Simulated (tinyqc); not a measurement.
Inversion-layer mobility, back-scattering and ballistic limit of a field-effect transistor: one step, computed by the program tinyqc. Command: `OMP_NUM_THREADS=1 python tinyqc.py 3005705 3005706 out.jsonl mos walk`. One thread of a shared host (Intel(R) Xeon(R) Processor @ 2.30GHz), about 0.01 s of CPU time with the checks.

The charge at the top of the source barrier is fixed by the gate; series resistance and short-channel effects are left out. F_j are Fermi integrals normalised to exp(eta) in the classical limit.

Task: Ballistic limit. F_j(eta) = (1/Gamma(j + 1)) int_0^infinity x^j/(1 + exp(x - eta)) dx, F_0 = ln(1 + exp(eta)). Integrals over x = E/(k_B T) use 160 Gauss-Legendre points in u = sqrt(x) from 0 to sqrt(max(eta, 0) + 32). Ballistic channel: N_2D = g_v m k_B T/(pi hbar^2), U = e V_D/(k_B T); eta_F solves N_inv = (N_2D/2)[F_0(eta_F) + F_0(eta_F - U)]; v_T = sqrt(2 k_B T/(pi m)); I/W = e (N_2D/2) v_T [F_1/2(eta_F) - F_1/2(eta_F - U)]; injection velocity v_T F_1/2(eta_F)/F_0(eta_F).

Inputs (values chosen for the exercise, modelled on a silicon p-channel):
```
quantity               value  unit
transport mass m         0.3   m_0
valley degeneracy g_v      1     -
drain voltage V_D       0.05     V
temperature T            300     K
```

Statistics at the top of the barrier: Fermi-Dirac.

inversion density N_inv = 3.978972e+12 1/cm^2

Constants: m_0 = 9.1093837015e-31 kg; k_B = 1.380649e-23 J/K; hbar = 1.054571817e-34 J s; k_B = 8.617333262e-05 eV/K; e = 1.602176634e-19 C.

Give: N_2D; eta_F; thermal velocity v_T; injection velocity; ballistic current I/W.

Result:

N_2D = 3.240e+12 1/cm^2

eta_F = 1.704

thermal velocity v_T = 0.9823 1e7 cm/s

injection velocity = 1.265 1e7 cm/s

ballistic current I/W = 452.1 microampere/micrometre

Degeneracy raises the injection velocity by a factor 1.29.
